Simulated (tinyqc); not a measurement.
# Which input was changed?

Model: grain growth, pinning, strength and diffusional creep of a polycrystal or thin film. Computed by tinyqc, a small Python program. Command: `OMP_NUM_THREADS=1 python tinyqc.py 3005134 3005135 out.jsonl grain which`. One thread of a shared host (Intel(R) Xeon(R) Processor @ 2.30GHz), about 0.03 s of CPU time with the checks.

One mean grain size d describes the structure.

Inputs (values chosen for the exercise, for a model solid):

| quantity | value | unit |
|---|---|---|
| shear modulus G | 152 | GPa |
| Burgers vector b | 2.741 | angstrom |
| atomic volume Omega | 15.85 | angstrom^3 |
| boundary energy gamma | 1 | J/m^2 |
| mobility prefactor M0 | 0.00078 | m^4/(J s) |
| activation energy of boundary motion Q_m | 4.76 | eV |
| anneal temperature T | 1562 | K |
| anneal time t | 10000 | s |
| initial grain size d0 | 90 | nm |
| particle volume fraction f | 0.006 | - |
| particle radius r | 1.7 | nm |
| friction stress sigma_0 | 540 | MPa |
| Hall-Petch slope k_y | 0.89 | MPa m^0.5 |
| lattice diffusion energy Q_l | 6.51 | eV |
| boundary diffusion energy Q_b | 4.52 | eV |
| lattice prefactor D0 | 0.00014 | m^2/s |
| boundary prefactor delta D0b | 1e-15 | m^3/s |
| applied stress sigma | 200 | MPa |
| service temperature T_c | 1446 | K |

Sample: bulk.

Constants: k_B = 8.617333262e-05 eV/K; k_B = 1.380649e-23 J/K.

Method:
- M = M0 exp(-Q_m/(k_B T)). The driving pressure is 2 gamma/d. Zener pinning pressure 3 f gamma/(2 r) stops growth at d_Z = 4 r/(3 f). The limit is d_lim = d_Z.
- dd/dt = 2 M gamma (1/d - 1/d_lim) integrates to 2 M gamma t = d_lim (d0 - d) + d_lim^2 ln[(d_lim - d0)/(d_lim - d)]; without pinning d^2 = d0^2 + 4 M gamma t.
- Hall-Petch term k_y/sqrt(d). Orowan term 3.06 x 0.4 G b ln(2 rbar/b)/(pi lambda sqrt(1 - nu)) with nu = 1/3, rbar = sqrt(2/3) r, lambda = rbar (sqrt(pi/f) - 2). The terms are added to sigma_0.
- Nabarro-Herring rate = 14 sigma Omega D_l/(k_B T d^2), D_l = D0 exp(-Q_l/(k_B T)); Coble rate = 14 pi sigma Omega delta D_b/(k_B T d^3), delta D_b = delta D0b exp(-Q_b/(k_B T)); they are equal at d_x = pi delta D_b/D_l.

Task: One of these inputs alone was changed, within the range given: boundary energy gamma (0.5 to 2); mobility prefactor M0 (0.00039 to 0.00156); particle radius r (0.85 to 3.4); applied stress sigma (100 to 400). Which one, and to what value?

Results:

| run | Orowan term (MPa) | grain size d (nm) | crossover size d_x (micrometre) |
|---|---|---|---|
| before | 1588.023 | 132.9375 | 193.5602 |
| after | 1888.054 | 127.4689 | 193.5602 |

Result:

Each candidate set to reproduce Orowan term, and what it then gives:

| candidate | range searched | value needed | grain size d (nm) | crossover size d_x (micrometre) |
|---|---|---|---|---|
| boundary energy gamma (J/m^2) | 0.5 to 2 | no effect | - | - |
| mobility prefactor M0 (m^4/(J s)) | 0.00039 to 0.00156 | no effect | - | - |
| particle radius r (nm) | 0.85 to 3.4 | 1.230 | 127.47 | 193.56 |
| applied stress sigma (MPa) | 100 to 400 | no effect | - | - |

Only particle radius r fits every result: it went from 1.7 to 1.23 nm. No other candidate reaches the first result within its range.

Caution: sigma Omega is not small against k_B T, as the linear creep laws assume.
